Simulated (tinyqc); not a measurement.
What moves the results: quantum-confined Stark effect in a modulator well. A value that a table varies takes the place of the one given here.

Envelopes on cells of 0.5 angstrom over the well |z| < L/2 and 45 angstrom of barrier on each side, psi = 0 beyond, psi'/m continuous (mean mass between points), c = hbar^2/2m0. The electron sees + e F z and the hole - e F z, each with its offset in the barriers; 1 kV/cm = 1e-5 eV/angstrom. Light holes, band mixing and escape by tunnelling are left out.

Exciton: in-plane function exp(-rho/lam), 1/mu = 1/me + 1/mp, E(lam) = c/(mu lam^2) - (q/eps) times the integral over k of Fm(k)(1 + (k lam/2)^2)^(-3/2), Fm(k) the double integral of psi_e^2 psi_h^2 exp(-k |z - z'|), q = e^2/(4 pi eps0); binding Eb = -E at the minimum. Line at Eg + E_e + E_h - Eb, strength proportional to overlap^2/lam^2.

Constants: hbar^2/2m0 = 3.80998211 eV angstrom^2; e^2/(4 pi eps0) = 14.39964547 eV angstrom; hc = 1239.841984 eV nm.

Parameters, chosen for this exercise (near those of an InGaAsP well in InP; not measured data):
- L = 136 angstrom (well width)
- Vc = 0.195 eV (conduction offset)
- Vv = 0.296 eV (heavy-hole offset)
- me = 0.0495 m0 (electron, well)
- meb = 0.0761 m0 (electron, barrier)
- mh = 0.363 m0 (heavy hole along z, well)
- mhb = 0.52 m0 (heavy hole, barrier)
- Eg = 0.844 eV (gap of the well)
- mp = 0.113 m0 (heavy hole in the plane)
- eps = 13.2 (dielectric constant)
- Fs = (0, 21, 41, 62, 85, 110, 138) kV/cm (fields)
- Ls = (50, 66, 84, 104, 126, 150, 170) angstrom (widths)
- F_L = 96 kV/cm (field for this table)
- F = 96 kV/cm (field)

## Raising the field

All quantities anew; shifts from zero field.

Results:
```
F (kV/cm)  dE_e (meV)  dE_h (meV)  Eb (meV)  line shift (meV)  overlap^2  relative strength
0                0.00        0.00      5.93              0.00      0.964              1.000
21              -0.74       -2.17      5.64             -2.61      0.779              0.745
41              -2.76       -7.14      5.18             -9.15      0.518              0.432
62              -6.16      -13.97      4.79            -18.99      0.322              0.235
85             -11.20      -22.55      4.46            -32.28      0.189              0.122
110            -17.99      -32.74      4.20            -49.00      0.105              0.062
138            -26.92      -44.91      3.99            -69.89      0.055              0.030
```

What can be read from the table?

The line shift grows with exponent 1.87 in F at low field and 1.57 at the end, as the carriers come up against opposite walls and the dipole begins to saturate. The hole gives 75 % of the level shift in the second row and 63 % in the last. The largest shift is 11.8 times the zero-field binding, yet 67 % of the binding survives, since the walls stop the field from pulling the pair apart. Half the strength is gone between 21 and 41 kV/cm.

## Width of the well

Zero-field line, its shift at F_L and the relative strength.

Results:
```
L (angstrom)  line at F = 0 (nm)  Eb (meV)  shift (meV)  relative strength  shift x strength (meV)
50                        1319.9      7.28        -3.28              0.931                    3.05
66                        1361.4      6.98        -6.29              0.822                    5.17
84                        1391.3      6.67       -11.82              0.606                    7.16
104                       1412.8      6.36       -20.61              0.343                    7.06
126                       1428.3      6.06       -32.98              0.144                    4.74
150                       1439.5      5.77       -49.02              0.044                    2.16
170                       1446.1      5.56       -63.94              0.014                    0.90
```

What can be read from the table?

The shift grows with exponent 2.35 in L over the first two rows and 2.12 over the last two, against 4 for hard walls at second order; leakage lowers it in narrow wells and saturation in wide ones. The strength falls from 0.93 to 0.01, and the product of the two is largest at 84 angstrom.

## What each parameter does

Zero-field line, shift at F, overlap^2 and Eb at F. Each row changes one parameter from the base and keeps the others.

Results:
```
case              line (nm)  shift (meV)  overlap^2  Eb (meV)
base                 1433.5       -39.38      0.146      4.34
L = 126 angstrom     1428.3       -32.98      0.213      4.65
F = 77 kV/cm         1433.5       -27.40      0.227      4.56
Vc = 0.156 eV        1435.5       -40.81      0.132      4.26
Vv = 0.37 eV         1433.4       -38.75      0.151      4.36
me = 0.0569 m0       1436.8       -39.51      0.133      4.54
mh = 0.309 m0        1432.5       -38.40      0.162      4.36
eps = 11.9           1435.4       -39.02      0.146      5.08
```

What does this show?

The largest shifts from the base row, up to three for each result and ties (the steps differ in size, so this ranks the rows, not the parameters). line (nm): L -5.2, me +3.3, Vc +2.0; unchanged at the printed digits by F. shift (meV): F +11.98, L +6.40, Vc -1.43. overlap^2: F +0.081, L +0.067, mh +0.016; unchanged at the printed digits by eps. Eb (meV): eps +0.74, L +0.31, F +0.23.

Run: tinyqc, `OMP_NUM_THREADS=1 python tinyqc.py 1251336 1251337 out.jsonl`; Intel(R) Xeon(R) Processor @ 2.30GHz, one thread, shared host; about 0.3 s of CPU time with all checks.
